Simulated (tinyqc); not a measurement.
# Surface Green function of a zigzag honeycomb ribbon two chains wide, Sancho-Rubio decimation, step by step

Computed by the program tinyqc: `OMP_NUM_THREADS=1 python tinyqc.py 2680018 2680019 out.jsonl`, one thread of a shared Intel Xeon 2.30GHz, about 0.05 s for the whole run. Printed values are rounded.

A semi-infinite lead of cells 0, 1, 2, ... with H0 inside a cell and H1 = <cell i|H|cell i + 1>. Cell of four sites joined 1-2-3-4 by -t; site 2 joins site 1 of the next cell and site 3 joins site 4 of the next cell. z = E + i eta.

Parameters, values chosen for the exercise: hopping t = 2.5 eV; site energy, +dl on sites 1, 3 and -dl on sites 2, 4 dl = 0 eV; energy E = -4.43 eV; broadening eta = 0.0001 eV.

## The blocks

Read off from the list of hoppings.

H0 (eV):
```
,1,2,3,4
1,0,-2.5,0,0
2,-2.5,0,-2.5,0
3,0,-2.5,0,-2.5
4,0,0,-2.5,0
```

H1 (eV):
```
,1,2,3,4
1,0,0,0,0
2,-2.5,0,0,0
3,0,0,0,-2.5
4,0,0,0,0
```

## Round 1: decimation

Start with e_s = e = H0, a = H1, b = H1^dagger. Each round: g = (z - e)^(-1); e_s <- e_s + a g b; e <- e + a g b + b g a; a <- a g a; b <- b g b (all with the old a, b). Round k joins cells 2^k apart.

g (1/eV):
```
,1,2,3,4
1,-0.56130-0.00010i,-0.59463-0.00015i,-0.49238-0.00015i,-0.27787-0.00009i
2,-0.59463-0.00015i,-1.05368-0.00025i,-0.87249-0.00024i,-0.49238-0.00015i
3,-0.49238-0.00015i,-0.87249-0.00024i,-1.05368-0.00025i,-0.59463-0.00015i
4,-0.27787-0.00009i,-0.49238-0.00015i,-0.59463-0.00015i,-0.56130-0.00010i
```

e_s after round 1 (eV):
```
,1,2,3,4
1,0.00000+0.00000i,-2.50000+0.00000i,0.00000+0.00000i,0.00000+0.00000i
2,-2.50000+0.00000i,-3.50814-0.00062i,-4.23666-0.00056i,0.00000+0.00000i
3,0.00000+0.00000i,-4.23666-0.00056i,-3.50814-0.00062i,-2.50000+0.00000i
4,0.00000+0.00000i,0.00000+0.00000i,-2.50000+0.00000i,0.00000+0.00000i
```

e after round 1 (eV):
```
,1,2,3,4
1,-6.58549-0.00154i,-2.50000+0.00000i,0.00000+0.00000i,-5.45307-0.00152i
2,-2.50000+0.00000i,-3.50814-0.00062i,-4.23666-0.00056i,0.00000+0.00000i
3,0.00000+0.00000i,-4.23666-0.00056i,-3.50814-0.00062i,-2.50000+0.00000i
4,-5.45307-0.00152i,0.00000+0.00000i,-2.50000+0.00000i,-6.58549-0.00154i
```

a after round 1 (eV):
```
,1,2,3,4
1,0.00000+0.00000i,0.00000+0.00000i,0.00000+0.00000i,0.00000+0.00000i
2,-3.71642-0.00095i,0.00000+0.00000i,0.00000+0.00000i,-3.07736-0.00092i
3,-3.07736-0.00092i,0.00000+0.00000i,0.00000+0.00000i,-3.71642-0.00095i
4,0.00000+0.00000i,0.00000+0.00000i,0.00000+0.00000i,0.00000+0.00000i
```

b after round 1 (eV):
```
,1,2,3,4
1,0.00000+0.00000i,-3.71642-0.00095i,-3.07736-0.00092i,0.00000+0.00000i
2,0.00000+0.00000i,0.00000+0.00000i,0.00000+0.00000i,0.00000+0.00000i
3,0.00000+0.00000i,0.00000+0.00000i,0.00000+0.00000i,0.00000+0.00000i
4,0.00000+0.00000i,-3.07736-0.00092i,-3.71642-0.00095i,0.00000+0.00000i
```

## Round 2: decimation

As before.

g (1/eV):
```
,1,2,3,4
1,-0.152328-0.000078i,-0.182055+0.000057i,0.050273+0.000083i,0.327059-0.000040i
2,-0.182055+0.000057i,0.047309-0.000141i,0.353757-0.000119i,0.050273+0.000083i
3,0.050273+0.000083i,0.353757-0.000119i,0.047309-0.000141i,-0.182055+0.000057i
4,0.327059-0.000040i,0.050273+0.000083i,-0.182055+0.000057i,-0.152328-0.000078i
```

e_s after round 2 (eV):
```
,1,2,3,4
1,0.00000+0.00000i,-2.50000+0.00000i,0.00000+0.00000i,0.00000+0.00000i
2,-2.50000+0.00000i,0.42636-0.00114i,-0.10638-0.00105i,0.00000+0.00000i
3,0.00000+0.00000i,-0.10638-0.00105i,0.42636-0.00114i,-2.50000+0.00000i
4,0.00000+0.00000i,0.00000+0.00000i,-2.50000+0.00000i,0.00000+0.00000i
```

e after round 2 (eV):
```
,1,2,3,4
1,2.60762-0.00245i,-2.50000+0.00000i,0.00000+0.00000i,3.86519-0.00240i
2,-2.50000+0.00000i,0.42636-0.00114i,-0.10638-0.00105i,0.00000+0.00000i
3,0.00000+0.00000i,-0.10638-0.00105i,0.42636-0.00114i,-2.50000+0.00000i
4,3.86519-0.00240i,0.00000+0.00000i,-2.50000+0.00000i,2.60762-0.00245i
```

a after round 2 (eV):
```
,1,2,3,4
1,0.00000+0.00000i,0.00000+0.00000i,0.00000+0.00000i,0.00000+0.00000i
2,-3.08865+0.00155i,0.00000+0.00000i,0.00000+0.00000i,-2.99376+0.00156i
3,-2.99376+0.00156i,0.00000+0.00000i,0.00000+0.00000i,-3.08865+0.00155i
4,0.00000+0.00000i,0.00000+0.00000i,0.00000+0.00000i,0.00000+0.00000i
```

b after round 2 (eV):
```
,1,2,3,4
1,0.00000+0.00000i,-3.08865+0.00155i,-2.99376+0.00156i,0.00000+0.00000i
2,0.00000+0.00000i,0.00000+0.00000i,0.00000+0.00000i,0.00000+0.00000i
3,0.00000+0.00000i,0.00000+0.00000i,0.00000+0.00000i,0.00000+0.00000i
4,0.00000+0.00000i,-2.99376+0.00156i,-3.08865+0.00155i,0.00000+0.00000i
```

## Course of the decimation

Stop when the largest entry of a and b is below 1e-12 eV, or after 60 rounds. The last column is -Im Tr (z - e_s)^(-1)/pi. At the end g_s = (z - e_s)^(-1), and the bulk Green function is (z - e)^(-1).

Course of the iteration:
```
round,"largest |a|, |b| (eV)",surface density of states (1/eV)
1,3.72,3.37598e-5
2,3.09,1.00775e-4
3,1.02,9.69710e-4
4,1.16,0.00676257
5,12.3,5.17102e-4
6,1.44,0.00478277
7,1.72,0.00214634
8,3.23,0.00387996
9,3.32,0.0118685
10,1.01,0.157616
11,1.25,0.285084
12,2.57,0.0610278
13,1.91,0.159099
14,0.719,0.374733
15,0.349,0.293263
16,0.0604,0.281775
17,1.80e-3,0.282225
18,1.59e-6,0.282226
19,1.25e-12,0.282226
20,< 1e-12,0.282226
```

Converged in 20 rounds, which stand for 2^20 cells. E lies inside a band (1 open mode(s)), where only eta damps the waves, over about v/eta cells with v the group velocity in eV a cell.

## Self-energy, Dyson check and densities of states

converged surface Green function g_s (1/eV):
```
,1,2,3,4
1,-0.234957-0.107087i,-0.016348-0.189748i,0.142745-0.189734i,0.080558-0.107072i
2,-0.016348-0.189748i,-0.028977-0.336233i,0.252936-0.336215i,0.142745-0.189734i
3,0.142745-0.189734i,0.252936-0.336215i,-0.028977-0.336233i,-0.016348-0.189748i
4,0.080558-0.107072i,0.142745-0.189734i,-0.016348-0.189748i,-0.234957-0.107087i
```

converged bulk Green function (1/eV):
```
,1,2,3,4
1,-0.261942-0.081397i,-0.032083-0.072112i,0.232074-0.072075i,0.261937-0.081342i
2,-0.032083-0.072112i,-0.167446-0.186787i,0.167444-0.186755i,0.232074-0.072075i
3,0.232074-0.072075i,0.167444-0.186755i,-0.167446-0.186787i,-0.032083-0.072112i
4,0.261937-0.081342i,0.232074-0.072075i,-0.032083-0.072112i,-0.261942-0.081397i
```

Sigma = H1 g_s H1^dagger is what the lead adds to one more cell, and (z - H0 - Sigma)^(-1) must give g_s back. Densities of states: -Im of the diagonals over pi.

Sigma (eV):
```
,1,2,3,4
1,0.00000+0.00000i,0.00000+0.00000i,0.00000+0.00000i,0.00000+0.00000i
2,0.00000+0.00000i,-1.46848-0.66929i,0.50349-0.66920i,0.00000+0.00000i
3,0.00000+0.00000i,0.50349-0.66920i,-1.46848-0.66929i,0.00000+0.00000i
4,0.00000+0.00000i,0.00000+0.00000i,0.00000+0.00000i,0.00000+0.00000i
```

(z - H0 - Sigma)^(-1) (1/eV):
```
,1,2,3,4
1,-0.234957-0.107087i,-0.016348-0.189748i,0.142745-0.189734i,0.080558-0.107072i
2,-0.016348-0.189748i,-0.028977-0.336233i,0.252936-0.336215i,0.142745-0.189734i
3,0.142745-0.189734i,0.252936-0.336215i,-0.028977-0.336233i,-0.016348-0.189748i
4,0.080558-0.107072i,0.142745-0.189734i,-0.016348-0.189748i,-0.234957-0.107087i
```

```
orbital,surface density of states (1/eV),bulk density of states (1/eV)
1,0.034087,0.0259094
2,0.107026,0.0594561
3,0.107026,0.0594561
4,0.034087,0.0259094
```

The surface cell holds 0.282 states per eV against 0.171 for a bulk cell.
